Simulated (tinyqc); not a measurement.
# Changing the use voltage V_u

Model: time-dependent dielectric breakdown: cell percolation, Weibull statistics, area scaling and voltage extrapolation. Computed by tinyqc, a small Python program. Command: `OMP_NUM_THREADS=1 python tinyqc.py 3027160 3027161 out.jsonl tddb sweep`. One thread of a shared host (Intel(R) Xeon(R) Processor @ 2.30GHz), about 0.01 s of CPU time with the checks.

The oxide is divided into columns of area a^2, each holding m = t_ox/a cells (m is taken as continuous). A share lambda(t) = (t/t_1)^alpha of the cells is defective, and a column whose cells are all defective breaks down.

Inputs (values chosen for the exercise, for a model gate oxide): oxide thickness t_ox = 4.4 nm; defect cell size a = 1.1 nm; exponent alpha of defect growth = 0.36; time t_1 at which the occupied share would reach 1 = 3.5e+08 s; test area A = 5 um^2; product area A_u = 3e+06 um^2; stress voltage V = 4.97 V; local exponent n = -d ln t/d ln V at the stress voltage = 44; activation energy E_a = 0.51 eV; stress temperature T = 175 C; use temperature T_u = 100 C; allowed failure fraction F = 0.001.

Voltage law used: 1/E.

Constants: k_B = 8.617333262e-05 eV/K.

Method:
- Failure fraction F = 1 - (1 - lambda^m)^N with N = A/a^2 columns, which for small lambda^m is 1 - exp(-(t/t63)^beta) with beta = alpha m and t63 = t_1 N^(-1/beta); critical share lambda(t63) = N^(-1/m). 1 um^2 = 1e6 nm^2.
- All three voltage laws share the slope n at the stress voltage. Factor t(V_u)/t(V): E law exp(n (1 - V_u/V)); 1/E law exp(n (V/V_u - 1)); power law (V/V_u)^n.
- Temperatures in kelvin are T(C) + 273.15.
- Temperature factor exp[(E_a/k_B)(1/T_u - 1/T)]; area factor (A/A_u)^(1/beta); percentile factor (-ln(1 - F))^(1/beta); life = t63 x all four; 1 year = 3.15576e7 s.

One run for each value:
```
use voltage V_u (V)  projected life (years)  voltage factor
1.74                              9.544e+26       2.967e+35
2.11                              2.562e+17       7.966e+25
2.48                              4.936e+10       1.535e+19
2.86                              4.029e+05       1.253e+14
3.23                              6.329e+01       1.968e+10
3.60                              6.017e-02       1.871e+07
3.98                              1.822e-04       5.665e+04
4.35                              1.702e-06       5.291e+02
4.72                              3.307e-08       1.028e+01
```

Over the rows, projected life (years) falls from 9.54e26 to 3.31e-8 (exponent d ln y / d ln x -110 between the first rows and -48 between the last); voltage factor falls from 2.97e35 to 10.3 (exponent d ln y / d ln x -110 between the first rows and -48 between the last). The 1/E law makes ln(life) linear in 1/V_u.

Caution (all rows): t_1 is an input here; in a real oxide it changes with thickness at fixed voltage. Caution (rows 1.74, 2.11, 2.48, 2.86, 3.23): a voltage factor of more than nine decades rests wholly on the chosen law and cannot be tested.
